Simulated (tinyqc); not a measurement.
# Tunnelling through a gate dielectric, WKB transmission and Tsu-Esaki current: effect of the thickness t1 at fixed voltage

Electrons leave the emitter at x = 0. Energies E (motion across the layers) are in eV from the emitter Fermi level; the collector Fermi level lies at -V and offers states at every E. No charge in the dielectric and no image force: F1 = V/t1, U = phi1 - F1 x. With C = hbar^2/(2 m0), kappa = sqrt(m (U - E)/C) where U > E and 0 elsewhere; T(E) = exp(-S), S = 2 times the integral of kappa over x.

Each layer adds (2/F) sqrt(m/C) [G(u at its left edge) - G(u at its right edge)] to S, with u = U - E (0 where negative) and G(u) = (2/3) u^1.5. J = J0 times the integral of T(E) N(E) dE, N = ln[(1 + exp(-E/Vt))/(1 + exp((-E - V)/Vt))], J0 = q^2 me m0 kB T/(2 pi^2 hbar^3) (times 1e-4 for A/cm^2 per eV), from E = -Ef to far above the barrier (T = 1 there), by quadrature converged to the digits shown.

Parameters, values chosen for the exercise; dielectric values close to those of silicon dioxide: temperature T = 300 K; Fermi energy of the emitter above its band bottom Ef = 1.6 eV; emitter mass in the supply function me = 0.92 m0; barrier of layer 1 above the emitter Fermi level at zero bias phi1 = 2.98 eV; tunnelling mass of layer 1 m1 = 0.52 m0; voltage across the dielectric V = 3.5 V.

Constants: q = 1.602176634e-19 C, kB = 1.380649e-23 J/K, hbar = 1.054571817e-34 J s, m0 = 9.1093837015e-31 kg, Vt = kB T/q, hbar^2/(2 m0) = 0.0380998212 eV nm^2. Results are converted to the units shown.

Effect of the thickness t1 at fixed voltage:
```
t1 (nm)  S at E = 0   T(E = 0)  J (A/cm^2)  mean E of the current (eV)
3.2           23.17  8.676e-11     0.01073                     -0.1390
3.94          28.53  4.089e-13    3.648e-5                     -0.1005
4.69          33.96  1.792e-15    1.262e-7                    -0.07078
5.43          39.31  8.445e-18   5.071e-10                    -0.04592
6.17          44.67  3.980e-20   2.174e-12                    -0.02276
6.91          50.03  1.875e-22   9.921e-15                    8.404e-4
7.66          55.46  8.221e-25   4.506e-17                     0.02764
8.4           60.82  3.874e-27   2.379e-19                     0.06048
```

J falls from 0.0107 to 2.38e-19 A/cm^2: 3.34 decades a nanometre between the first two rows and 3.08 between the last two. The exponent S alone gives dS/dt/ln 10 = 3.14 and 3.14. In 1 of the 8 rows the field exceeds 10 MV/cm (up to 10.9), more than most dielectrics sustain; the model ignores breakdown.

Program tinyqc, `OMP_NUM_THREADS=1 python tinyqc.py 2540074 2540075 out.jsonl`; Intel Xeon 2.30GHz, shared host, one thread, about 0.03 s.
